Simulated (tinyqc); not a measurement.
Periodic multilayer mirror for extreme ultraviolet light: sweeps and comparisons. A value that a table varies takes the place of the one given here.

s polarisation, vacuum above. q_j = sqrt(N_j^2 - sin^2 theta); interface r_jk = (q_j - q_k)/(q_j + q_k) exp(-2 (2 pi/lam)^2 q_j q_k sg^2) (Nevot-Croce; sg = 0 if not given); phase factor of a layer x_j = exp(4 pi i q_j d_j/lam). Each period has the spacer (thickness (1 - Gm) L) on top of the absorber (Gm L). In this recursion R is the amplitude; R in tables and results is the reflectance, its squared modulus. The substrate is of the spacer material. Starting with R = 0 in it, each interface upward gives R -> (r + R x)/(1 + r R x), x that of the layer below the interface (1 for the substrate).

Inputs chosen for the exercise (optical constants near those of Mo and Si at 13.5 nm; the results hold for these values, not for the real material):
- lam = 13.5 nm (wavelength)
- dA = (0.0739, 0.00679) (delta and beta of the absorber, N = 1 - delta + i beta)
- dS = (0.0008, 0.00183) (delta and beta of the spacer and the substrate)
- L = 7.07 nm (period)
- Gm = 0.44 (absorber share of the period)
- theta = 9 degrees (angle from the normal)
- sg = 0 nm (interface roughness)
- Np = 60 (periods)

## Number of periods

The last column sets both beta to zero.

Reflectance:
```
periods      R  R without absorption
5        0.115                 0.130
10       0.327                 0.408
15       0.498                 0.660
20       0.601                 0.823
30       0.680                 0.958
40       0.698                 0.991
50       0.702                 0.998
60       0.703                 1.000
80       0.703                 1.000
100      0.703                 1.000
```

R reaches 0.698 at 40 periods and 0.703 at 100; it stays within 0.01 of the last value from 40 periods on. Without absorption the last value is 1.000: absorption, not the count of layers, caps the mirror.

## Wavelength

The optical constants are held fixed.

Reflectance:
```
lam (nm)      R
12.9      0.091
13.0      0.120
13.1      0.219
13.2      0.428
13.3      0.587
13.4      0.663
13.5      0.703
13.6      0.721
13.7      0.712
13.8      0.617
13.9      0.196
14.0      0.183
14.1      0.069
14.2      0.090
14.3      0.029
```

The largest value listed is 0.721 at 13.6 nm, against lam_B = 2 L Re(mean q) = 13.494 nm; the peak lies on the long side, where the nodes of the standing wave fall in the absorber. R exceeds half of that from 13.2 to 13.8 nm of the wavelengths listed, at least 4.4 % of the wavelength; a chain of ten mirrors narrows it, since R^10 falls to half where R has lost only 7 %.

## Absorber share

For each Gm the period is set so that lam_B = 2 L Re(mean q) equals lam - 0.09 nm.

Results:
```
Gm    L (nm)      R
0.15   6.872  0.560
0.20   6.898  0.653
0.25   6.924  0.695
0.30   6.951  0.715
0.35   6.977  0.723
0.40   7.004  0.723
0.45   7.032  0.718
0.50   7.059  0.707
0.60   7.115  0.666
0.70   7.171  0.591
```

The largest value listed is 0.723 at 0.4. The contrast of a period goes as sin(pi Gm) and is largest at 0.5, while the loss grows with Gm; R is 0.707 at 0.5, 0.715 at 0.3 and 0.591 at 0.7. Absorption pulls the best share below 0.5.

## Angle of incidence

Results:
```
theta (degrees)  lam_B (nm)      R
0                    13.674  0.604
2                    13.665  0.613
4                    13.638  0.634
6                    13.594  0.662
8                    13.531  0.690
10                   13.451  0.713
12                   13.354  0.722
14                   13.238  0.686
16                   13.106  0.275
18                   12.956  0.109
20                   12.789  0.080
```

lam_B = 2 L Re(mean q) falls with the angle, from 13.674 to 12.789 nm; the largest value listed is 0.722 at 12 degrees. R stays above 90 % of that value at 6, 8, 10, 12 and 14 degrees, which bounds the cone of light that a mask or mirror with this period accepts.

## Tolerances

R of the mirror, and R^10 for a chain of ten such mirrors. Each row changes one parameter from the base and keeps the others.

Results:
```
case                         R    R^10
base                    0.7026  0.0293
L = 7.11 nm             0.6745  0.0195
Gm = 0.48               0.7052  0.0304
theta = 11 degrees      0.7197  0.0373
sg = 0.2 nm             0.6987  0.0277
dA = (0.0739, 0.00815)  0.6687  0.0179
lam = 13.55 nm          0.7142  0.0346
```

The largest shifts from the base row, up to three for each result and ties (the steps differ in size, so this ranks the rows, not the parameters). R: dA -0.0339, L -0.0280, theta +0.0171. R^10: dA -0.0114, L -0.00981, theta +0.00796.

(tinyqc, `OMP_NUM_THREADS=1 python tinyqc.py 1681793 1681794 out.jsonl`, Intel(R) Xeon(R) Processor @ 2.30GHz, 1 thread, shared host, about 0.01 s.)
